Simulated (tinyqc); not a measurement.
Tight binding, kagome lattice, step by step. One step of it, computed by the program tinyqc.

Task: Levels at k. Diagonalise the Hermitian matrix.

H(k) at k (eV):
```
,A,B,C
A,0.000000,-0.428980+1.094499i,-0.639047-1.127770i
B,-0.428980-1.094499i,0.000000,0.364694+0.349189i
C,-0.639047+1.127770i,0.364694-0.349189i,0.120000
```

Give: eigenvalues; weights |c|^2 of the basis functions.

Result:

eigenvalues (eV): -1.7685  0.0120  1.8765

weights |c|^2 of the basis functions:
```
,band 1,band 2,band 3
A,0.4753,0.0772,0.4475
B,0.2557,0.5066,0.2377
C,0.2690,0.4163,0.3148
```
